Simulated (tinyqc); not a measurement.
The internal displacement: deformation potentials from a strained empirical pseudopotential.

Diamond lattice, no spin-orbit coupling. Atomic form factor V(q) = a1 (q^2 - a2)/(a3 exp(a4 q^2) - 1) in rydberg with q in 1/bohr, for the unstrained cell. Under a strain e the reciprocal vectors and k go over into (1 + e)^(-1) G, the atoms sit at +/- tau with tau = (1 + e) a (1,1,1)/8 - zeta a (eyz, ezx, exy)/4, and H(G,G') = c |k + G|^2 delta + (V(q)/det(1 + e)) cos(q.tau), q = G - G', with the term q = 0 left out; c = hbar^2/2m0. The basis is fixed before straining: all G with |k + G|^2 up to 16 (2 pi/a)^2. k is given in units of 2 pi/a of the unstrained cell.

Constants: hbar^2/2m0 = 3.80998211 eV angstrom^2; Ry = 13.60569312 eV; a0 (Bohr radius) = 0.5291772105 angstrom.

Parameters, chosen for this exercise (out of a larger set: a germanium-sized cell with gaps well above those of Ge; not measured data):
- a = 5.663 angstrom (lattice constant)
- A = (0.401, 2.447, 2.083, 0.451) (a1 (Ry bohr^2), a2 (1/bohr^2), a3, a4 (bohr^2))
- h = 0.005 (size of the test strain)

Xu of L (level 5, the lowest empty one) and d from exy = eyz = ezx = h for several zeta: Xu = [E(L [111]) - E(L [1-1-1])]/((8/3) h), d = (single valence level - pair)/(3 sqrt(3) h). zeta = 0 strains the bonds with the lattice; zeta = 1 keeps all four bond lengths equal to first order.

Results:

| zeta | Xu (L) (eV) | d (eV) |
|---|---|---|
| 0.00 | 8.75 | 2.00 |
| 0.25 | 10.00 | -0.43 |
| 0.50 | 11.25 | -2.86 |
| 0.60 | 11.76 | -3.84 |
| 0.75 | 12.52 | -5.29 |
| 1.00 | 13.80 | -7.73 |

From zeta = 0 to 1, d goes from 2.00 to -7.73 eV and Xu (L) from 8.75 to 13.80 eV, both nearly linearly: the displacement is an optical-phonon mode, and d = d(0) - zeta d0/4 gives its deformation potential d0 = 39 eV. Leaving the relaxation out (zeta = 0 for 0.5) moves d by +4.86 eV, which reverses its sign, and Xu (L) by -2.50 eV. Tetragonal strain has no such freedom.

Run: tinyqc, `OMP_NUM_THREADS=1 python tinyqc.py 1880040 1880041 out.jsonl`; Intel(R) Xeon(R) Processor @ 2.30GHz, one thread, shared host; about 0.2 s of CPU time with all checks.
